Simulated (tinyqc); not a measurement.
Worked calculation: Luttinger-Kohn k.p, four valence bands. Computed by tinyqc, a small Python program that keeps every step. Settings: g1 = 14.84, g2 = 2.85, g3 = 5.82. Command: `OMP_NUM_THREADS=1 python tinyqc.py 24485 24486 out.jsonl` (the two numbers bound the seeds that draw the settings). One thread of a shared host (Intel(R) Xeon(R) Processor @ 2.60GHz), about 0.01 s of CPU time with the checks.

## Bloch Hamiltonian at k

Luttinger parameters chosen for this model; energies are counted downward from the top of the valence band:
```
parameter      value  unit
g1         14.840000
g2          2.850000
g3          5.820000
```

k point k (1/angstrom): -0.0360  -0.0180  -0.0140

P = c g1 k^2, Q = c g2 (kx^2 + ky^2 - 2 kz^2), R = c sqrt3 [-g2 (kx^2 - ky^2) + 2i g3 kx ky], S = 2 c sqrt3 g3 (kx - i ky) kz, c = hbar^2/2m = 3.809982 eV angstrom^2; rows [P+Q, -S, R, 0], [-S*, P-Q, 0, R], [R*, 0, P-Q, S], [0, R*, S*, P+Q]. The path ends lie at |k| = 0.05 1/angstrom.

H(k) at k (eV), lower triangle (Hermitian):
```
                  3/2              1/2            -1/2    -3/2
3/2            0.1160
1/2   -0.0387-0.0194i           0.0893
-1/2  -0.0183-0.0498i           0.0000          0.0893
-3/2           0.0000  -0.0183-0.0498i  0.0387+0.0194i  0.1160
```

## Levels at k

Diagonalise the Hermitian matrix.

eigenvalues (eV): 0.0329  0.0329  0.1724  0.1724

## Bands along a path

The same steps at evenly spaced points between the labelled ones.

Bands along the path (eV):
```
k             band 1  band 2  band 3  band 4
[111]         0.0305  0.0305  0.2522  0.2522
[111]-G 0.25  0.0171  0.0171  0.1419  0.1419
[111]-G 0.50  0.0076  0.0076  0.0631  0.0631
[111]-G 0.75  0.0019  0.0019  0.0158  0.0158
G             0.0000  0.0000  0.0000  0.0000
G-[100] 0.25  0.0054  0.0054  0.0122  0.0122
G-[100] 0.50  0.0218  0.0218  0.0489  0.0489
G-[100] 0.75  0.0490  0.0490  0.1100  0.1100
[100]         0.0871  0.0871  0.1956  0.1956
```

## Hole masses

E = c [g1 k^2 -/+ 2 sqrt(g2^2 k^4 + 3 (g3^2 - g2^2)(kx^2 ky^2 + ky^2 kz^2 + kz^2 kx^2))] with c = hbar^2/2m, and m* = hbar^2 k^2 / (2 E).

Masses (electron masses):
```
direction   heavy   light
[100]      0.1094  0.0487
[110]      0.2291  0.0395
[111]      0.3125  0.0378
```
